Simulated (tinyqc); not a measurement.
Sp3 tight binding, zinc-blende lattice, step by step. Computed by tinyqc, a small Python program that keeps every step. Command: `OMP_NUM_THREADS=1 python tinyqc.py 29972 29973 out.jsonl` (the two numbers bound the seeds that draw the settings). One thread of a shared host (Intel(R) Xeon(R) Processor @ 2.60GHz), about 0.01 s of CPU time with the checks.

## Bloch Hamiltonian at k

Parameters chosen for this model: zinc-blende lattice, anion at 0, cation at a/4 (1,1,1); V = eta hbar^2 / (m d^2), hbar^2/m = 7.619964 eV angstrom^2:
```
parameter,value,unit
a,3.950000,angstrom
d,1.710400,angstrom
Es anion,-12.610000,eV
Ep anion,-7.790000,eV
Es cation,-10.190000,eV
Ep cation,-6.530000,eV
eta ss,-1.320000,
eta sp,1.420000,
eta pp sigma,2.220000,
eta pp pi,-0.630000,
V ss,-3.438202,eV
V sp,3.698672,eV
V pp sigma,5.782431,eV
V pp pi,-1.640960,eV
```

k point k (2 pi / a): 0.230000  -0.430000  -0.630000

Slater-Koster rules over the four bonds with direction cosines (l, m, n): ss V_ss; s-px l V_sp; px-s -l V_sp; px-px l^2 V_pps + (1 - l^2) V_ppp; px-py l m (V_pps - V_ppp); each times exp(i k.d).

H(k) at k (eV), lower triangle (Hermitian):
```
,a s,a px,a py,a pz,c s,c px,c py,c pz
a s,-12.610000
a px,0.000000,-7.790000
a py,0.000000,0.000000,-7.790000
a pz,0.000000,0.000000,0.000000,-7.790000
c s,-5.512312-2.540415i,4.175589+1.293684i,-1.969446-2.742849i,-1.036436-5.211987i,-10.190000
c px,-4.175589-1.293684i,1.336318+0.615858i,1.200988+6.039476i,2.282128+3.178322i,0.000000,-6.530000
c py,1.969446+2.742849i,1.200988+6.039476i,1.336318+0.615858i,-4.838532-1.499078i,0.000000,0.000000,-6.530000
c pz,1.036436+5.211987i,2.282128+3.178322i,-4.838532-1.499078i,1.336318+0.615858i,0.000000,0.000000,0.000000,-6.530000
```

## Levels at k

Diagonalise the Hermitian matrix.

eigenvalues (eV): -20.940352  -18.176296  -14.979309  -14.301651  -0.714123  -0.459954  0.446762  3.364922

weights |c|^2 of the basis functions:
```
,band 1,band 2,band 3,band 4,band 5,band 6,band 7,band 8
a s,0.489245,0.089590,0.027267,0.018545,0.207872,0.109123,0.020796,0.037561
a px,0.003325,0.175773,0.326097,0.004403,0.015089,0.185286,0.156850,0.133177
a py,0.021232,0.155552,0.138696,0.215715,0.008861,0.025774,0.273506,0.160663
a pz,0.054368,0.101281,0.047451,0.305083,0.195508,0.149081,0.008172,0.139056
c s,0.303099,0.156498,0.039211,0.025835,0.189919,0.203305,0.030444,0.051688
c px,0.015745,0.153322,0.250556,0.007592,0.067364,0.186072,0.168818,0.150532
c py,0.036113,0.108934,0.134263,0.174870,0.014864,0.022587,0.332847,0.175523
c pz,0.076873,0.059050,0.036458,0.247958,0.300522,0.118773,0.008566,0.151800
```

## Bloch Hamiltonian at L

k point L (2 pi / a): 0.500000  0.500000  0.500000

As before.

H(k) at L (eV), lower triangle (Hermitian):
```
,a s,a px,a py,a pz,c s,c px,c py,c pz
a s,-12.610000
a px,0.000000,-7.790000
a py,0.000000,0.000000,-7.790000
a pz,0.000000,0.000000,0.000000,-7.790000
c s,-4.862352-4.862352i,3.019953+3.019953i,3.019953+3.019953i,3.019953+3.019953i,-10.190000
c px,-3.019953-3.019953i,1.178752+1.178752i,-3.499420-3.499420i,-3.499420-3.499420i,0.000000,-6.530000
c py,-3.019953-3.019953i,-3.499420-3.499420i,1.178752+1.178752i,-3.499420-3.499420i,0.000000,0.000000,-6.530000
c pz,-3.019953-3.019953i,-3.499420-3.499420i,-3.499420-3.499420i,1.178752+1.178752i,0.000000,0.000000,0.000000,-6.530000
```

## Levels at L

As before.

eigenvalues (eV): -20.907312  -19.092904  -13.805862  -13.805862  -0.718248  -0.514138  -0.514138  3.598465

## Bands along a path

The same steps at evenly spaced points between the labelled ones.

Bands along the path (eV):
```
k,band 1,band 2,band 3,band 4,band 5,band 6,band 7,band 8
L,-20.907312,-19.092904,-13.805862,-13.805862,-0.718248,-0.514138,-0.514138,3.598465
L-G 0.33,-22.726206,-16.670456,-13.160313,-13.160313,-1.159687,-1.159687,-0.598694,2.875355
L-G 0.67,-24.521478,-12.996595,-11.595796,-11.595796,-2.724204,-2.724204,-1.862426,2.260499
G,-25.205934,-10.553015,-10.553015,-10.553015,-3.766985,-3.766985,-3.766985,2.405934
G-X 0.33,-24.281358,-12.924158,-12.924158,-11.606571,-3.305025,-1.395842,-1.395842,2.072954
G-X 0.67,-21.735951,-15.915081,-15.915081,-14.398522,-2.062642,1.077114,1.595081,1.595081
X,-18.636561,-17.615597,-17.077884,-17.077884,-0.503439,-0.364403,2.757884,2.757884
X-W 0.33,-18.636561,-17.615597,-17.077884,-17.077884,-0.503439,-0.364403,2.757884,2.757884
X-W 0.67,-18.636561,-17.615597,-17.077884,-17.077884,-0.503439,-0.364403,2.757884,2.757884
W,-18.636561,-17.615597,-17.077884,-17.077884,-0.503439,-0.364403,2.757884,2.757884
```

With 4 band(s) filled, the highest filled level on these points lies at G and the lowest empty one at G: a gap of 6.7860 eV, direct.
